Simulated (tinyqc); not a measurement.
Frequency dispersion of an accumulation capacitance by border traps, distributed model: two steps of the calculation.

Traps spread evenly through the insulator exchange electrons with the semiconductor by tunnelling, with tau(x) = t0 exp(2 ka x) at depth x from the interface. The admittance per area Y seen at depth x obeys dY/dx = -Y^2/(i w eps0 eox) + q Nb ln(1 + i w tau)/tau, with Y(0) = i w Cs and w = 2 pi f; the gate sees Y(tox) = G + i w C. Working variable y = Y/(i w), in uF/cm^2. Cox = eps0 eox/tox.

Inputs (values chosen for the exercise); permittivity close to that of silicon dioxide:
- eox = 3.94 (relative permittivity of the insulator)
- tox = 4.2 nm (insulator thickness)
- Cs = 2.3 uF/cm^2 (semiconductor capacitance in accumulation)
- Nb = 1e20 cm^-3 eV^-1 (density of border traps)
- ka = 3.7 1/nm (decay constant of the wave function in the insulator)
- t0 = 2e-9 s (time constant of a trap at the interface)
- f = 1e5 Hz (frequency)
- xe = 1.6 nm (depth down to which the steps are taken)

Constants: q = 1.602176634e-19 C, eps0 = 8.8541878128e-14 F/cm where lengths are in cm. Results are converted to the units shown.

Problem 1. Scales and lumped estimate. Cox; trap-free value 1/(1/Cox + 1/Cs); response depth d = ln(1/(w t0))/(2 ka), where w tau = 1; lumped estimate: all traps within d act as C_bt = q Nb d placed at d/2, so C = 1/{1/[1/(1/Cs + d/(2 eps0 eox)) + C_bt] + (tox - d/2)/(eps0 eox)}.

Wanted: Cox; trap-free C; d; C_bt; lumped C.

Solution 1.

Cox = 0.83061 uF/cm^2
trap-free C = 0.61023 uF/cm^2
d = 0.90261 nm
C_bt = 1.4461 uF/cm^2
lumped C = 0.72189 uF/cm^2

The traps within reach amount to 0.629 Cs and lie in the first 21.5 % of the insulator.

Problem 2. Midpoint steps through the active depth. In terms of y: dy/dx = -y^2/(eps0 eox) + s(x), s = q Nb ln(1 + z)/z, z = i w tau. 8 midpoint steps of h = xe/8: y_half = y + (h/2) y'(x, y), y(new) = y + h y'(x + h/2, y_half).

Find: x; s; y.

Solution 2.

```
point  x (nm)  s (uF/(cm^2 nm))   y (uF/cm^2)
0           0      1.602-0.001i  2.300+0.000i
1      0.2000      1.602-0.004i  2.315+0.000i
2      0.4000      1.602-0.019i  2.326-0.002i
3      0.6000      1.596-0.085i  2.335-0.009i
4      0.8000      1.499-0.339i  2.337-0.040i
5       1.000      0.871-0.644i  2.279-0.132i
6       1.200      0.259-0.391i  2.099-0.197i
7       1.400      0.062-0.149i  1.898-0.198i
8       1.600      0.014-0.047i  1.720-0.175i
```

Computed by the program tinyqc: `OMP_NUM_THREADS=1 python tinyqc.py 2202055 2202056 out.jsonl`, one thread of a shared Intel Xeon 2.30GHz, about 0.5 s for the whole run.
